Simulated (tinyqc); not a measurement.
# Trap density from two Hall measurements

Inverse problem. p-type body, charge-sheet picture, full ionisation (an idealisation for deep acceptors), Boltzmann statistics for free electrons. e = Ec - EF at the surface. psi = Eg - Vt ln(Nv/Na) - e; N_dep = sqrt(2 eps0 eps_r Na (psi - Vt)/q); n_f = sqrt(N_dep^2 + 2 eps0 eps_r Vt Nc exp(-e/Vt)/q) - N_dep; Vg = Vfb + psi + q (N_dep + n_t + n_f)/Cox, Cox = eps0 eox/tox. Find e and n_t at both points and the mean trap density between them.

Inputs (values chosen for the exercise); band and dielectric values close to those of 4H silicon carbide: temperature T = 300 K; band gap Eg = 3.27 eV; relative permittivity eps_r = 9.63; conduction-band density of states at T Nc = 1.69e19 cm^-3; valence-band density of states at T Nv = 2.48e19 cm^-3; relative permittivity of the insulator eox = 3.9; insulator thickness tox = 48 nm; acceptor density Na = 5.1e16 cm^-3; flat-band voltage without trapped charge Vfb = -2.06 V.

Constants: q = 1.602176634e-19 C, kB = 1.380649e-23 J/K, Vt = kB T/q, eps0 = 8.8541878128e-14 F/cm where lengths are in cm. Results are converted to the units shown.

Vg (V): [3.8237964, 4.4244206]
free sheet density from the Hall effect (cm^-2): [2.0430432e9, 6.8840053e10]

Solution. Each n_f fixes e; what the gate voltage holds beyond psi, N_dep and n_f is trapped; the difference quotient is the density, smeared over a few Vt.

e (eV): [0.176, 0.0840]
n_t (cm^-2): [6.60e10, 2.08e11]
mean trap density = 1.54e12 cm^-2 eV^-1

Numbers from tinyqc (`OMP_NUM_THREADS=1 python tinyqc.py 2222116 2222117 out.jsonl`; about 0.02 s on one thread of a shared Intel Xeon 2.30GHz).
